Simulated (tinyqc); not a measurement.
Decay of LO phonons and the hot-phonon bottleneck in the cooling of electrons: one step, computed by the program tinyqc.

n(E, T) = 1/(exp(E/(k_B T)) - 1) is the Bose occupation. Electrons have a temperature T_e; the LO modes within their reach share one occupation N; the decay products stay at the lattice temperature.

Question. Lifetime and Raman width. Decay rate 1/tau = (1/tau_0) [1 + n(f hbar omega) + n((1 - f) hbar omega)]. Full width Gamma = 1/(2 pi c tau) in 1/cm, c in cm/s.

Inputs (values chosen for the exercise, modelled on gallium oxide):

| quantity | value | unit |
|---|---|---|
| LO energy hbar omega | 43.9 | meV |
| lifetime at T = 0, tau_0 | 1.5 | ps |
| share f of the energy in the softer product | 0.38 | - |
| lattice temperature T | 300 | K |

Decay channel: two unequal phonons (Ridley).

Constants: k_B = 8.617333262e-05 eV/K; c = 299792458 m/s.

Give: thermal factor tau_0/tau; phonon lifetime tau; Raman width Gamma; equilibrium LO occupation N_0.

Answer.

thermal factor tau_0/tau = 2.639

phonon lifetime tau = 0.5684 ps

Raman width Gamma = 9.340 1/cm

equilibrium LO occupation N_0 = 0.2240

Stimulated decay shortens the lifetime by 62 %.
